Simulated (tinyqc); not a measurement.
Hueckel theory of the pi electrons with the omega technique, for the molecule Clc1cnc2[nH]cnc2n1 (SMILES; centres numbered as the heavy atoms are written), step by step. One step of it, computed by the program tinyqc.

Problem. Energy, charges, bond orders. E = sum n x; q_r = z_r - P_rr; bond order p = P_rs; free valence = sqrt(3) - sum of p over the bonds of the atom.

final x values: [2.654505, 2.190209, 1.838100, 1.524610, 0.985173, 0.763244, -0.619831, -1.007092, -1.311012, -2.017906]

occupations: [2.000000, 2.000000, 2.000000, 2.000000, 2.000000, 2.000000, 0.000000, 0.000000, 0.000000, 0.000000]

final P, order 1Cl, 2C, 3C, 4N, 5C, 6N, 7C, 8N, 9C, 10N:
```
[[1.983882, 0.128580, -0.069668, -0.013335, 0.048832, -0.012178, -0.012525, 0.015885, 0.002734, -0.086386],
 [0.128580, 0.958880, 0.634040, 0.002754, -0.291852, 0.081519, 0.075440, -0.092749, -0.067838, 0.684868],
 [-0.069668, 0.634040, 0.970010, 0.679330, -0.069779, -0.078798, 0.191900, 0.043608, -0.284239, 0.012436],
 [-0.013335, 0.002754, 0.679330, 1.129080, 0.623065, -0.117276, -0.081947, 0.012055, 0.057837, -0.330900],
 [0.048832, -0.291852, -0.069779, 0.623065, 0.957961, 0.353055, -0.251246, -0.068609, 0.567980, 0.050110],
 [-0.012178, 0.081519, -0.078798, -0.117276, 0.353055, 1.776395, 0.411258, -0.231166, -0.144782, 0.047693],
 [-0.012525, 0.075440, 0.191900, -0.081947, -0.251246, 0.411258, 0.902664, 0.813930, -0.047117, -0.210183],
 [0.015885, -0.092749, 0.043608, 0.012055, -0.068609, -0.231166, 0.813930, 1.202996, 0.472118, -0.066094],
 [0.002734, -0.067838, -0.284239, 0.057837, 0.567980, -0.144782, -0.047117, 0.472118, 0.983146, 0.585057],
 [-0.086386, 0.684868, 0.012436, -0.330900, 0.050110, 0.047693, -0.210183, -0.066094, 0.585057, 1.134986]]
```

Centres:
```
centre  z_r, pi electrons of the neutral centre         h
1Cl                                           2  2.000000
2C                                            1  0.000000
3C                                            1  0.000000
4N                                            1  0.500000
5C                                            1  0.000000
6N                                            2  1.500000
7C                                            1  0.000000
8N                                            1  0.500000
9C                                            1  0.000000
10N                                           1  0.500000
```

Bonds:
```
i    j         k
1    2  0.400000
2    3         1
3    4         1
4    5  1.000000
5    6  0.800000
6    7  0.800000
7    8         1
8    9  1.000000
9   10         1
10   2  1.000000
9    5         1
```

Give: pi energy = 12 alpha + this times beta; pi charges; Bond orders and lengths from R = 1.517 - 0.180 p; free valence of the carbons; gap between the highest filled and the next level.

Solution.

pi energy = 12 alpha + this times beta = 19.9117

pi charges: [0.0161, 0.0411, 0.0300, -0.1291, 0.0420, 0.2236, 0.0973, -0.2030, 0.0169, -0.1350]

Bond orders and lengths from R = 1.517 - 0.180 p (angstrom, C-C alone):
```
bond       p       R
1-2   0.1286       -
2-3   0.6340  1.4029
3-4   0.6793       -
4-5   0.6231       -
5-6   0.3531       -
6-7   0.4113       -
7-8   0.8139       -
8-9   0.4721       -
9-10  0.5851       -
10-2  0.6849       -
9-5   0.5680  1.4148
```

free valence of the carbons: [0.2846, 0.4187, 0.1880, 0.5069, 0.1069]

gap between the highest filled and the next level = 1.3831 |beta|
